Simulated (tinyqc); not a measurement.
## Trap density from two Hall measurements

Inverse problem. p-type body, charge-sheet picture, full ionisation (an idealisation for deep acceptors), Boltzmann statistics for free electrons. e = Ec - EF at the surface. psi = Eg - Vt ln(Nv/Na) - e; N_dep = sqrt(2 eps0 eps_r Na (psi - Vt)/q); n_f = sqrt(N_dep^2 + 2 eps0 eps_r Vt Nc exp(-e/Vt)/q) - N_dep; Vg = Vfb + psi + q (N_dep + n_t + n_f)/Cox, Cox = eps0 eox/tox. Find e and n_t at both points and the mean trap density between them.

Values chosen for this exercise; band and dielectric values close to those of 4H silicon carbide: temperature T = 475 K; band gap Eg = 3.29 eV; relative permittivity eps_r = 9.78; conduction-band density of states at T Nc = 3.43e19 cm^-3; valence-band density of states at T Nv = 4.9e19 cm^-3; relative permittivity of the insulator eox = 3.9; insulator thickness tox = 40 nm; acceptor density Na = 3.1e16 cm^-3; flat-band voltage without trapped charge Vfb = -2.2 V.

Constants: q = 1.602176634e-19 C, kB = 1.380649e-23 J/K, Vt = kB T/q, eps0 = 8.8541878128e-14 F/cm where lengths are in cm. Results are converted to the units shown.

Vg (V): [3.4834711, 4.8094428]
free sheet density from the Hall effect (cm^-2): [3.2031568e10, 1.7932894e11]

Solution. Each n_f fixes e; what the gate voltage holds beyond psi, N_dep and n_f is trapped; the difference quotient is the density, smeared over a few Vt.

e (eV): [0.225, 0.151]
n_t (cm^-2): [5.86e11, 1.10e12]
mean trap density = 6.95e12 cm^-2 eV^-1

tinyqc, about 0.02 s, one thread, Intel Xeon 2.30GHz (shared host): `OMP_NUM_THREADS=1 python tinyqc.py 2222020 2222021 out.jsonl`
